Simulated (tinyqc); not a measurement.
Dielectric surroundings: exciton in an atomically thin sheet (Rytova-Keldysh potential).

Relative motion in the plane with V(k) = -2 pi q/(k (kap + r0 k)), q = e^2/(4 pi eps0), c = hbar^2/2m0. Normalised Gaussians exp(-a_i r^2): with A = a_i + a_j, S_ij = 2 sqrt(a_i a_j)/A, T_ij = (4c/mu)(a_i a_j/A) S_ij, V_ij = -q S_ij times the integral over k from 0 to infinity of exp(-k^2/4A)/(kap + r0 k).

Converged values use 20 Gaussians with exponents 2^i/b^2, i = -11 to 8, b the larger of a0 kap/(2 mu) and sqrt(a0 r0/mu), a0 = 0.5291772 angstrom; p states use r exp(i theta) exp(-a r^2).

Constants: hbar^2/2m0 = 3.80998211 eV angstrom^2; e^2/(4 pi eps0) = 14.39964547 eV angstrom; Ry = 13.60569312 eV.

Parameters, chosen for this exercise (out of a larger set: near those of a WS2 monolayer; not measured data): r0 = 36.1 angstrom (screening length of the sheet); kaps = (1, 2, 3, 4, 6, 9, 15) (surroundings).

mu = 0.178324 m0

Converged 1s and 2s bindings; the hydrogen value is 4 Ry mu/kap^2.

Bindings (meV):

| kap | 1s | 2s | 2s line - 1s line | hydrogen 1s | 1s/2s |
|---|---|---|---|---|---|
| 1.00 | 559.1 | 240.2 | 318.9 | 9705 | 2.33 |
| 2.00 | 353.1 | 113.5 | 239.5 | 2426 | 3.11 |
| 3.00 | 252.2 | 66.2 | 186.1 | 1078 | 3.81 |
| 4.00 | 191.4 | 43.2 | 148.2 | 607 | 4.43 |
| 6.00 | 122.1 | 22.5 | 99.7 | 270 | 5.43 |
| 9.00 | 72.1 | 11.1 | 61.0 | 120 | 6.47 |
| 15.0 | 33.3 | 4.4 | 28.9 | 43 | 7.58 |

What can be read from this table?

The 1s binding falls by a factor 16.8 where the hydrogen model gives 225; the local exponent d ln E/d ln kap moves from -0.66 to -1.52, towards -2. The ratio 1s/2s climbs from 2.3 to 7.6, towards the hydrogen value 9, as r0/kap shrinks from 36.1 to 2.4 angstrom.

tinyqc: `OMP_NUM_THREADS=1 python tinyqc.py 1281575 1281576 out.jsonl`; about 0.02 s, one thread, shared Intel(R) Xeon(R) Processor @ 2.30GHz.
